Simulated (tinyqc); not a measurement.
Fermi level and growth conditions: formation energy of a charged point defect from supercell energies. Computed by tinyqc, a small Python program. Command: `OMP_NUM_THREADS=1 python tinyqc.py 3026536 3026537 out.jsonl formation walk`. One thread of a shared host (Intel(R) Xeon(R) Processor @ 2.30GHz), about 0.01 s of CPU time with the checks.

The host is a compound AB. Making the defect adds n_A = 0, n_B = -1 atoms to the cell. All total energies are inputs. E_F is counted from the valence-band maximum (VBM); x = 0 is A-rich and x = 1 B-rich growth.

Inputs (values chosen for the exercise, with gap and screening modelled on CdS):
```
quantity                      value      unit
gap E_g                        2.51        eV
E_VBM of the host cell        3.776        eV
potential alignment dV       -0.033        eV
dielectric constant eps        8.61         -
cell length L                  9.16  angstrom
mu_B of the pure element     -4.114        eV
formation enthalpy dH of AB   -1.31        eV
growth condition x             0.89         -
```

Defect: vacancy of B. Supercell lattice: bcc.

charge states q: 2  1  0

E(defect, q) - E(host), in the order of q (eV): -2.778  3.735  8.533

Constants: e^2/(4 pi eps_0) = 14.39964548 eV angstrom.

Method:
- dmu_A = x dH and dmu_B = (1 - x) dH, so that dmu_A + dmu_B = dH; mu = mu(element) + dmu.
- The reservoir term is sum n_i mu_i.
- Image-charge correction of a point charge in a neutralising background: E_corr = q^2 alpha e^2/(4 pi eps_0) / (2 eps L), alpha = 2.888462 for a bcc array with L the cube root of the volume.
- E_f(q, E_F) = [E(defect, q) - E(host)] - sum n_i mu_i + q (E_VBM + dV + E_F) + E_corr(q).
- Each entry is the lowest E_f over q.

E_f(q, 0) (eV): (q=+2) 1.50465, (q=+1) 3.48359, (q=0) 4.27490

sum n_i mu_i = 4.2581 eV

Lowest formation energy (eV):
```
E_F (eV)  stable q  A-rich, x = 0  x = 0.5  B-rich, x = 1
0.000           +2         0.3388   0.9938         1.6488
0.314           +2         0.9668   1.6218         2.2768
0.628           +2         1.5948   2.2498         2.9048
0.941           +2         2.2208   2.8758         3.5308
1.255           +2         2.8488   3.5038         4.1588
1.569            0         3.1090   3.7640         4.4190
1.882            0         3.1090   3.7640         4.4190
2.196            0         3.1090   3.7640         4.4190
2.510            0         3.1090   3.7640         4.4190
```

What does the comparison show, and why?

Going from A-rich to B-rich growth shifts every line by +1.310 eV and moves no transition level. The slope of the envelope is the stable charge, so E_f is highest in the rows from E_F = 1.57 to 2.51 eV, where the neutral state is stable: the defect forms most easily in p-type material. Caution: the largest image-charge correction in these energies, q^2 alpha e^2/(8 pi eps_0 eps L) with alpha = 2.888462, exceeds a quarter of the gap; the point-charge term alone is then a rough estimate, usually too large for a charge that is spread out.

Extremes, crossings and ranges named in words are read from the listed rows.
